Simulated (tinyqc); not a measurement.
Shallow donor in an anisotropic valley (effective-mass theory): one step. Energy of one trial function. Two cases, with inputs chosen for the exercise.

Problem. Evaluate T, V and E. Scaling both radii by f changes T to T/f^2 and V to V/f, so the best factor is f = -2T/V, with energy -V^2/(4T).

One valley: H = -c [(d2/dx2 + d2/dy2)/mt + (d2/dz2)/ml] - q/(eps r), c = hbar^2/2m0, q = e^2/(4 pi eps0). Trial function exp(-sqrt((x^2 + y^2)/a^2 + z^2/b^2)) with a > b: T = (c/3)(2/(mt a^2) + 1/(ml b^2)), V = -(q/eps) atan(u/b)/u, u = sqrt(a^2 - b^2). The central cell of the impurity is left out.

Constants: hbar^2/2m0 = 3.80998211 eV angstrom^2; e^2/(4 pi eps0) = 14.39964547 eV angstrom.

Give: T; V; E; best scale factor; energy after scaling.

Case 1.

Values chosen (near those of Ge; the results hold for these values, not for the real material): ml = 1.549 m0 (longitudinal mass); mt = 0.084 m0 (transverse mass); eps = 15.1 (dielectric constant); a = 55.5 angstrom (trial radius across the axis); b = 20.9 angstrom (trial radius along the axis).

Solution.

T = 11.694 meV
V = -21.973 meV
E = -10.280 meV
best scale factor = 1.0643
energy after scaling = -10.322 meV

The virial ratio -V/T is 1.879; it is 2 at the best scale. Scaling gains 0.043 meV.

Case 2.

Values chosen (near those of a group-V donor in Si; the results hold for these values, not for the real material): ml = 0.88 m0 (longitudinal mass); mt = 0.193 m0 (transverse mass); eps = 11.2 (dielectric constant); a = 20.6 angstrom (trial radius across the axis); b = 12.1 angstrom (trial radius along the axis).

Solution.

T = 40.870 meV
V = -72.720 meV
E = -31.850 meV
best scale factor = 1.1240
energy after scaling = -32.348 meV

The virial ratio -V/T is 1.779; it is 2 at the best scale. Scaling gains 0.498 meV.

Computed by tinyqc, one run a case: `OMP_NUM_THREADS=1 python tinyqc.py N N+1 out.jsonl` with N = 1252453, 1252620; one thread of a shared Intel(R) Xeon(R) Processor @ 2.30GHz, about 0.01 s a run at most.
